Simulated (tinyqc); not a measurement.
What each input does: carrier statistics of a doped semiconductor with parabolic bands.

Eg(T) = Eg0 - al T^2/(T + be); m_de = Mv^(2/3) (ml mt^2)^(1/3); m_dh = (mhh^(3/2) + mlh^(3/2))^(2/3); Nc and Nv from N = 2 (m kB T/(4 pi c))^(3/2) with c = hbar^2/2m0, in 1/angstrom^3; times 1e24 for 1/cm^3.

Energies are counted from Ev, so Ec = Eg. n = Nc F_1/2((EF - Eg)/kT), p = Nv F_1/2(-EF/kT), ND+ = ND/(1 + 2 exp((EF - Eg + ED)/kT)), NA- = NA/(1 + 4 exp((EA - EF)/kT)); neutrality asks p + ND+ = n + NA-. F_j(eta) = (1/Gamma(j + 1)) integral_0^infinity x^j dx/(1 + exp(x - eta)), which tends to exp(eta) for eta << 0.

Constants: hbar^2/2m0 = 3.80998211 eV angstrom^2; kB = 8.617333262e-05 eV/K.

Parameters, chosen for this exercise (near those of GaP; the results hold for these values, not for the real material):
- Eg0 = 2.358 eV (gap at 0 K)
- al = 0.000575 eV/K (Varshni alpha)
- be = 382 K (Varshni beta)
- ml = 2.05 m0 (longitudinal electron mass)
- mt = 0.252 m0 (transverse electron mass)
- Mv = 3 (equivalent valleys)
- mhh = 0.791 m0 (heavy-hole mass)
- mlh = 0.143 m0 (light-hole mass)
- ND = 3.1e+18 1/cm^3 (donors)
- NA = 1.2e+18 1/cm^3 (acceptors)
- ED = 0.0895 eV (donor level below Ec)
- EA = 0.0535 eV (acceptor level above Ev)
- T = 77 K

Neutrality solved anew for each case.

Results for these values:
```
case  EF (eV)  n (1/cm^3)  p (1/cm^3)
base   2.2595    3.88e+12   3.19e-130
```

What happens to each result for ND = 6.2e+18 1/cm^3, all else kept?

Answer: EF rises from 2.2595 to 2.2659; n rises from 3.88e+12 to 1.02e+13; p falls from 3.19e-130 to 1.21e-130.

The same for each parameter in turn:
```
case                  EF (eV)  n (1/cm^3)  p (1/cm^3)
base                   2.2595    3.88e+12   3.19e-130
T = 117 K              2.2504    7.30e+14    5.39e-79
ND = 6.2e+18 1/cm^3    2.2659    1.02e+13   1.21e-130
NA = 1.56e+18 1/cm^3   2.2564    2.42e+12   5.11e-130
Eg0 = 2.408 eV         2.3095    3.88e+12   1.70e-133
mt = 0.3024 m0         2.2595    4.65e+12   3.19e-130
mhh = 0.9492 m0        2.2595    3.88e+12   4.12e-130
ED = 0.1342 eV         2.2148    4.60e+09   2.69e-127
```

Computed by tinyqc, a small Python program: `OMP_NUM_THREADS=1 python tinyqc.py 1650923 1650924 out.jsonl` (the numbers bound the seed that draws the inputs); one thread of a shared host (Intel(R) Xeon(R) Processor @ 2.30GHz), about 0.01 s for the whole set of steps.
